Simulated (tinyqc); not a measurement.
Narrowing against degeneracy: heavy doping: gap narrowing, degeneracy and the minority density.

F_j(eta) = (1/Gamma(j + 1)) integral_0^infinity x^j dx/(1 + exp(x - eta)), which tends to exp(eta) for eta << 0.

Empirical narrowing (Slotboom form, constants chosen for the exercise; published fits of this form give the apparent narrowing, here it is taken as the true one): dEg = E0 [ln(N/N0) + sqrt(ln(N/N0)^2 + C)].

Majority: N = Nc F_1/2(eta), eta the distance of EF beyond the majority band edge in kT. Degeneracy factor gam = F_1/2(eta)/exp(eta). ni0^2 = Nc Nv exp(-Eg/kT); product n p = ni0^2 gam exp(dEg/kT), dEg the true narrowing; apparent narrowing dEa = dEg + kT ln gam; minority density = n p/N.

Constants: kB = 8.617333262e-05 eV/K.

Parameters, chosen for this exercise (gap and densities of states near those of Si at this temperature; narrowing constants near the fits for Si; the results hold for these values, not for the real material):
- Eg = 1.084 eV (gap)
- Nc = 5.04e+19 1/cm^3 (conduction-band density of states)
- Nv = 2.1e+19 1/cm^3 (valence-band density of states)
- T = 450 K
- E0 = 7.8 meV (narrowing scale)
- N0 = 8.9e+16 1/cm^3 (onset density)
- C = 0.5 (smoothing constant)

N takes the values listed; the last column is N over the factor gam exp(dEg/kT), the doping that a simple model would need to give the same minority density.

Results:

| N (1/cm^3) | eta | gam | dEg (meV) | dEa (meV) | minority (1/cm^3) | effective doping (1/cm^3) |
|---|---|---|---|---|---|---|
| 2.0e+17 | -5.53 | 0.999 | 14.7 | 14.6 | 5.59e+09 | 1.37e+17 |
| 5.0e+17 | -4.61 | 0.996 | 28.0 | 27.9 | 3.14e+09 | 2.44e+17 |
| 2.0e+18 | -3.21 | 0.986 | 49.2 | 48.6 | 1.34e+09 | 5.71e+17 |
| 5.0e+18 | -2.28 | 0.966 | 63.3 | 62.0 | 7.58e+08 | 1.01e+18 |
| 2.0e+19 | -0.78 | 0.870 | 84.8 | 79.4 | 2.97e+08 | 2.58e+18 |
| 5.0e+19 | 0.34 | 0.708 | 99.1 | 85.7 | 1.40e+08 | 5.49e+18 |
| 2.0e+20 | 2.71 | 0.264 | 120.6 | 68.9 | 2.27e+07 | 3.38e+19 |
| 4.0e+20 | 4.63 | 0.0778 | 131.4 | 32.4 | 4.42e+06 | 1.73e+20 |
| 1.0e+21 | 8.77 | 0.00309 | 145.7 | -78.4 | 1.02e+05 | 7.54e+21 |

dEg grows steadily to 145.7 meV, while the apparent value peaks at 85.7 meV for N = 5e+19 and falls to -78.4 meV as the Fermi level enters the band (a negative value is not met in measurements: parabolic bands with a fixed mass overstate the filling). N grows by a factor 25 from the third to the sixth row and the effective doping by 9.6.

Program tinyqc; command `OMP_NUM_THREADS=1 python tinyqc.py 1680285 1680286 out.jsonl`; about 0.01 s on one thread of a shared Intel(R) Xeon(R) Processor @ 2.30GHz.
